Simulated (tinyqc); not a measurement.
Square on-chip spiral inductor, lumped pi model: one step of the calculation.

Outer diameter do = di + 2 n wd + 2 (n - 1) sp, mean da = (do + di)/2, fill p = (do - di)/(do + di), length l = 4 n da. L = 2.34 mu0 n^2 da/(1 + 2.75 p), mu0 = 4 pi 1e-7 H/m. Rs = rho l/(wd delta (1 - exp(-th/delta))), delta = sqrt(rho/(pi f mu0)). Cs = n wd^2 eps0 eo/hu across the coil. At each end Cox = l wd eps0 eo/(2 ho) leads to the substrate branch Rsi = 2 rs he/(l wd) in parallel with Csi = l wd eps0 11.7/(2 he). With one end grounded Y = 1/(Rs + i w L) + i w Cs + 1/[1/(i w Cox) + 1/(1/Rsi + i w Csi)], w = 2 pi f; Q = -Im Y/Re Y. Eddy currents in neighbouring turns and in the substrate are left out.

Problem. Geometry and model elements. do, l, L, delta, Rs, Cs, Cox, Rsi and Csi as defined.

Inputs (values chosen for the exercise); values of the order met in silicon radio-frequency processes:
- n = 3.5 (number of turns)
- wd = 10 um (line width)
- sp = 1.5 um (space between turns)
- di = 100 um (inner diameter)
- th = 0.9 um (metal thickness)
- rho = 2.2 uohm cm (metal resistivity)
- ho = 9 um (oxide below the coil)
- hu = 1.1 um (oxide between coil and underpass)
- eo = 3.9 (relative permittivity of the oxide)
- rs = 10 ohm cm (substrate resistivity)
- he = 30 um (effective spreading depth in the substrate)
- f = 3.4 GHz (frequency)

Constants: eps0 = 8.8541878128e-12 F/m. Results are converted to the units shown.

Give: do; l; L; delta; Rs; Cs; Cox; Rsi; Csi.

Solution.

do = 177.50 um
l = 1942.5 um
L = 2.8269 nH
delta = 1.2802 um
Rs = 6.6113 ohm
Cs = 10.987 fF
Cox = 37.265 fF
Rsi = 308.88 ohm
Csi = 33.539 fF

Numbers from tinyqc (`OMP_NUM_THREADS=1 python tinyqc.py 2302075 2302076 out.jsonl`; about 0.01 s on one thread of a shared Intel Xeon 2.30GHz).
